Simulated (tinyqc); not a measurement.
Character of the line: straight dislocations in isotropic elasticity: fields, energies, partials, Peierls stress and walls. Computed by tinyqc, a small Python program. Command: `OMP_NUM_THREADS=1 python tinyqc.py 3022405 3022406 out.jsonl disloc walk`. One thread of a shared host (Intel(R) Xeon(R) Processor @ 2.30GHz), about 0.01 s of CPU time with the checks.

The line runs along z, the glide plane is y = 0, and beta is the angle between b and the line (0 screw, 90 degrees edge): b_e = b sin(beta) along +x with the extra half plane at y > 0, b_s = b cos(beta). Stress is positive in tension.

Inputs (values chosen for the exercise, modelled on nickel):
```
quantity                       value      unit
shear modulus G                 82.4       GPa
Poisson ratio nu               0.311         -
Burgers vector b               2.492  angstrom
stacking-fault energy gamma      129    mJ/m^2
dislocation density rho      1.1e+12     1/m^2
core radius r0/b                 1.5         -
```

Character: 30-degree.

Constants: 1 eV/angstrom^3 = 160.2176634 GPa.

Method:
- Energy factor K = G [cos^2(beta) + sin^2(beta)/(1 - nu)].
- E = K b^2/(4 pi) ln(R/r0) with R = 1/(2 sqrt(rho)); tension T = E + d^2E/d(beta)^2 = G b^2 [1 + nu - 3 nu sin^2(beta)]/(4 pi (1 - nu)) ln(R/r0). The core energy is taken into r0.
- Shockley partials have b_p = b/sqrt(3) at the angles beta -/+ 30 degrees; their repulsion balances the fault at d = G b_p^2/(8 pi gamma) (2 - nu)/(1 - nu) [1 - 2 nu cos(2 beta)/(2 - nu)].
- E = K b^2/(4 pi) ln(R/r0); T = G b^2 [1 + nu - 3 nu sin^2(beta)]/(4 pi (1 - nu)) ln(R/r0).

ln(R/r0) = 7.15099

From screw to edge:
```
beta (degrees)  K (GPa)  E (eV/nm)  T (eV/nm)  d (nm)
0                 82.40     18.175     34.582  0.8147
15                84.89     18.724     32.934  0.8784
30                91.70     20.226     28.429  1.0522
45               101.00     22.277     22.277  1.2897
60               110.30     24.328     16.124  1.5272
75               117.10     25.829     11.620  1.7010
90               119.59     26.378      9.971  1.7646
```

What does the comparison show, and why?

The edge costs 1/(1 - nu) = 1.451 times the screw in energy, yet its tension is only (1 - 2 nu)/(1 + nu) = 0.288 of the screw value, so loops under stress are elongated along b. The edge splits 2.17 times as widely, (2 + nu)/(2 - 3 nu), since there the larger, edge parts of the partials repel with the factor 1/(1 - nu) and the small screw parts attract, while in the screw the roles are exchanged.
